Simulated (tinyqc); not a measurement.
# Classical Heisenberg spin chain: exact results, Metropolis, heat-bath and over-relaxation steps, and a Monte Carlo run, step by step

A worked calculation. Computed by tinyqc, a small Python program that keeps every step. Command: `OMP_NUM_THREADS=1 python tinyqc.py 3130261 3130262 out.jsonl heismc walk`. One thread of a shared host (Intel(R) Xeon(R) Processor @ 2.30GHz), about 0.4 s of CPU time with the checks. Intermediate numbers are printed to about 5 digits and carried at full precision; extremes and crossings named in words are read from the listed rows.

E = -J sum_i s_i . s_(i+1) for unit vectors s_i on an open chain; K = J/(k_B T).

Inputs (values chosen for the exercise, for a model chain of large moments):

| quantity | value | unit |
|---|---|---|
| coupling J | -9.6 | meV |
| temperature T | 31.5 | K |
| moment mu | 4.8 | mu_B |
| length N of the open chain | 16 | - |
| seed | 500799 | - |

Update: Metropolis.

Constants: k_B = 8.617333262e-05 eV/K; mu_B = 5.7883818060e-05 eV/T.

## Exact results

Each bond angle is independent, so u = <s_i . s_(i+1)> = coth K - 1/K, <s_i . s_(i+n)> = u^n, correlation length xi = -1/ln|u|, energy per bond -J u, heat capacity per bond c/k_B = 1 - K^2/sinh^2 K, and for the long chain chi = mu^2 (1 + u)/(3 k_B T (1 - u)) per spin.

K = -3.5366

u = -0.71894

xi = 3.0305 sites

energy per bond = -6.9018 meV

heat capacity = 0.95753 k_B/bond

chi over the Curie value = 0.16351

chi = 0.026778 mu_B/T per spin

For |K| >> 1, |u| = 1 - 1/|K| and xi = |K| - 1/2 = 3.04: the chain orders only at T = 0, and c tends to k_B, not to zero, a failure of classical spins.

## Finite chain

For N spins, <|sum s|^2>/N = (1 + u)/(1 - u) - 2 u (1 - u^N)/(N (1 - u)^2); the long chain has (1 + u)/(1 - u), chi over the Curie value, and the difference is relative to it.

<|sum s|^2>/N = 0.19377

difference from the long chain = 18.507 %

## Four single-spin steps

four neighbouring spins (rows; components x, y, z):
```
        1        2       3
1  0.6617   0.4258  0.6171
2  0.6585  -0.6838  0.3143
3  0.7360   0.0274  0.6764
4  0.0736   0.0508  0.9960
```

random numbers, one row a step:
```
        1       2       3
1  0.3014  0.1899  0.8316
2  0.5181  0.2602  0.5070
3  0.4979  0.1724  0.0057
4  0.8014  0.8683  0.2044
```

The given spins are first normalised. Spins 2 and 3 are updated in turn, with h = K (sum of the two neighbours). Trial spin with z = 2 r1 - 1 and azimuth 2 pi r2; it is accepted if r3 < min(1, exp(h . s_trial - h . s_old)).

Steps:

| spin | \|h\| | h . s before | h . s trial | acceptance | accepted | x | y | z |
|---|---|---|---|---|---|---|---|---|
| 2 | 6.9233 | -3.5969 | -1.2229 | 1.0000 | yes | 0.33838 | 0.85307 | -0.3972 |
| 3 | 4.1020 | -2.5924 | -3.1714 | 0.5605 | yes | -0.06400 | 0.99729 | 0.0362 |
| 2 | 5.9277 | -4.0910 | -5.4270 | 0.2629 | yes | 0.46848 | 0.88346 | -0.0042 |
| 3 | 5.1861 | -3.2995 | -1.2086 | 1.0000 | yes | 0.53995 | -0.58744 | 0.6028 |

## A run and its error bars

From the ordered state (alternating for J < 0), with trial spins uniform on the sphere, 200 sweeps are discarded and 1600 recorded (even and odd sites in turn; random numbers not printed, so these rows are one sample). Errors are the scatter of block means over sqrt(number of blocks).

Blocking:

| block length | mean bond product | error | <\|sum s\|^2>/N | error |
|---|---|---|---|---|
| 1 | -0.72734 | 0.0017036 | 0.18845 | 0.0038560 |
| 4 | -0.72734 | 0.0030245 | 0.18845 | 0.0052264 |
| 16 | -0.72734 | 0.0047524 | 0.18845 | 0.0061130 |
| 40 | -0.72734 | 0.0057416 | 0.18845 | 0.0070617 |
| 80 | -0.72734 | 0.0068628 | 0.18845 | 0.0080848 |

With blocks of 40 the bond product is 1.5 error bars from the exact u = -0.7189, and <|sum s|^2>/N is 0.8 from the exact 0.194. Blocking to 40 changes the two errors by factors 3.4 and 1.8, because successive sweeps are correlated. 18 % of the trial spins are accepted.

Checks made by the program: c against a difference of the energy (relative difference 1e-08).
